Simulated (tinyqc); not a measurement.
Band bending at a free surface with a continuum of surface states, surface photovoltage and Kelvin probe: one step of the calculation.

n-type bulk, xi = Ec - EF = Vt ln(Nc/Nd), p0 = ni^2/Nd, ni = sqrt(Nc Nv) exp(-Eg/(2 Vt)), Eg in volts. b is the upward band bending, u = b/Vt. Space charge per area, in units of q: Qc = sign(b) sqrt((2 eps0 eps_r Vt/q) [(Nd + dn)(exp(-u) - 1) + Nd u + (p0 + dn)(exp(u) - 1)]), with dn the excess density under light (flat quasi-Fermi levels; 0 in the dark). The states hold -Ds (E0 - xi - b): negative while the Fermi level lies above the neutrality level. Neutrality: Qc + Qf + (charge of the states) = 0.

Question. Work function and Kelvin-probe reading. Work function chi + xi + b; contact potential difference CPD = (work function of the sample) - pt. Depth of EF below Ec at the surface: xi + b. Depletion width Qc/Nd.

Inputs (values chosen for the exercise); band and dielectric values close to those of germanium:
```
symbol,value,unit,meaning
T,350,K,temperature
Eg,0.653,eV,band gap
eps_r,16.3,,relative permittivity
Nc,1.31e19,cm^-3,conduction-band density of states at T
Nv,7.64e18,cm^-3,valence-band density of states at T
chi,4.06,eV,electron affinity
Nd,3.1e17,cm^-3,donor density
pt,4.42,eV,work function of the probe tip
E0,0.33,eV,depth of their neutrality level below the conduction edge
```

Constants: q = 1.602176634e-19 C, kB = 1.380649e-23 J/K, Vt = kB T/q, eps0 = 8.8541878128e-14 F/cm where lengths are in cm. Results are converted to the units shown.

converged b = 0.17604300 V

Wanted: xi + b; Qc; Qc/Nd; work function; CPD.

Answer.

xi + b = 0.2890 eV
Qc = 9.029e11 cm^-2
Qc/Nd = 29.13 nm
work function = 4.349 eV
CPD = -71.04 mV

The Fermi level lies 41.0 meV above the neutrality level.

Numbers from tinyqc (`OMP_NUM_THREADS=1 python tinyqc.py 2430126 2430127 out.jsonl`; about 0.01 s on one thread of a shared Intel Xeon 2.30GHz).
